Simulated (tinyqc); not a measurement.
Inside a calculation: complex band structure along [001] in sp3s* tight binding. Values are carried at full precision from step to step, so a last printed digit may differ when a step is redone from the rounded ones.

For k = (0, 0, kz) the phase sums are g0 = cos(phi) and g3 = i sin(phi), phi = kz a/4, and the s, pz, s* orbitals of anion (a) and cation (c) decouple from px, py. With z = exp(i phi), H(z) = H0 + z T + T^T/z for any complex z. H0 is diagonal (Esa, Epa, Exa, Esc, Epc, Exc). The anion-cation block is B(z) = z U + W/z and the cation-anion block z W^T + U^T/z, where U has Vss/2 (s,s), Vsapc/2 (s,z), -Vscpa/2 (z,s), Vxx/2 (z,z), Vxapc/2 (s*,z), -Vpaxc/2 (z,s*), and W has the same values with the s-z and s*-z signs reversed. |z| = 1 is a band state, |z| < 1 decays along [001] as exp(-kappa d) over a distance d, kappa = -(4/a) ln|z|. No spin-orbit coupling.

Constants: hbar^2/2m0 = 3.80998211 eV angstrom^2.

Values chosen for the exercise (out of a larger set: near a published set for InP, fitted to gaps, whose masses and valley positions are rough (light masses up to twice too heavy); not measured data): p = (-8.517, 0.879, -1.494, 4.064, 8.294, 7.034, -5.351, 1.885, 4.242, 2.231, 5.555, 3.488, 4.45) eV (order Esa, Epa, Esc, Epc, Exa, Exc, Vss, Vxx, Vxy, Vsapc, Vscpa, Vxapc, Vpaxc); dE = 0.4 eV (E - Ev); a = 5.867 angstrom (lattice constant).

## The layer matrices

Parameters in the order Esa, Epa, Esc, Epc, Exa, Exc, Vss, Vxx, Vxy, Vsapc, Vscpa, Vxapc, Vpaxc. Form H0 and T.

diagonal of H0 (eV): sa -8.5170, za 0.8790, s*a 8.2940, sc -1.4940, zc 4.0640, s*c 7.0340

T (eV):
```
          sa      za      s*a       sc      zc      s*c
sa    0.0000  0.0000   0.0000  -2.6755  1.1155   0.0000
za    0.0000  0.0000   0.0000  -2.7775  0.9425  -2.2250
s*a   0.0000  0.0000   0.0000   0.0000  1.7440   0.0000
sc   -2.6755  2.7775   0.0000   0.0000  0.0000   0.0000
zc   -1.1155  0.9425  -1.7440   0.0000  0.0000   0.0000
s*c   0.0000  2.2250   0.0000   0.0000  0.0000   0.0000
```

## Edges at Gamma

At z = 1 the levels follow from the blocks [[Esa, Vss], [Vss, Esc]] and [[Epa, Vxx], [Vxx, Epc]]: Ev is the lower p root, and the direct gap ends at the lower of the upper roots.

Ev = 0.0039 eV
EG (direct gap) = 1.3909 eV

## Complex wave vectors at one energy in the gap

Solve det(H0 - E + z T + T^T/z) = 0 with E = Ev + dE, as the linear problem [[0, 1], [-T^T, E - H0]] x = z [[1, 0], [0, T]] x. Roots come as z, -z, 1/z and conjugates; list those with 0 < |z| < 1 and Re z, Im z >= 0, by falling |z|. Re kz = arg(z)/(pi/2) in units of 2 pi/a, kappa = -(4/a) ln|z|.

Decaying roots:
```
Re z      Im z     |z|  Re kz (2 pi/a)  kappa (1/angstrom)
0.8811  0.0000  0.8811          0.0000              0.0863
0.0000  0.3253  0.3253          1.0000              0.7656
0.0000  0.2916  0.2916          1.0000              0.8402
```

The slowest root has kappa = 0.0863 1/angstrom at Re kz = 0.000: a purely imaginary k at Gamma. The probability falls by exp(-2 kappa d), a factor 5.62 over 1 nm.

## The px, py block

For px and py the determinant gives (E - Epa)(E - Epc) = Vxx^2 cos^2(phi) + Vxy^2 sin^2(phi). With phi = i kappa a/4 this is sinh^2(kappa a/4) = ((E - Epa)(E - Epc) - Vxx^2)/(Vxx^2 - Vxy^2), E = Ev + dE. Parameters in the order Esa, Epa, Esc, Epc, Exa, Exc, Vss, Vxx, Vxy, Vsapc, Vscpa, Vxapc, Vpaxc.

sinh^2(kappa a/4) = 0.12562
kappa of the heavy-hole branch = 0.2368 1/angstrom

This branch decays faster than the slowest root of the s-pz block (0.0863), by a factor 2.75 in kappa.

## Band-edge masses of the same block

From the real bands: m/m0 = c h^2/|E(h) - E(0)| with kz = h = 0.001 1/angstrom for level 2 (light hole) and level 3 (electron) of the 6 x 6 matrix; c = hbar^2/2m0.

masses of this model, from the curvature at Gamma (m0): m_lh 0.0944, m_e 0.1218

These are masses of the nearest-neighbour model without spin-orbit coupling, which is fitted to gaps and often gives the electron too heavy.

## Checks

- Largest distance of a level of the 6 x 6 block at kz = 0.37 (2 pi/a) from a level of the full matrix, against zero (eV): both 0.000000.
- Kappa 0.1 meV above Ev against sqrt(m_lh E/c): both 0.001574.

Computed by tinyqc, a small Python program: `OMP_NUM_THREADS=1 python tinyqc.py 1451890 1451891 out.jsonl` (the numbers bound the seed that draws the inputs); one thread of a shared host (Intel(R) Xeon(R) Processor @ 2.30GHz), about 0.01 s for the whole set of steps.
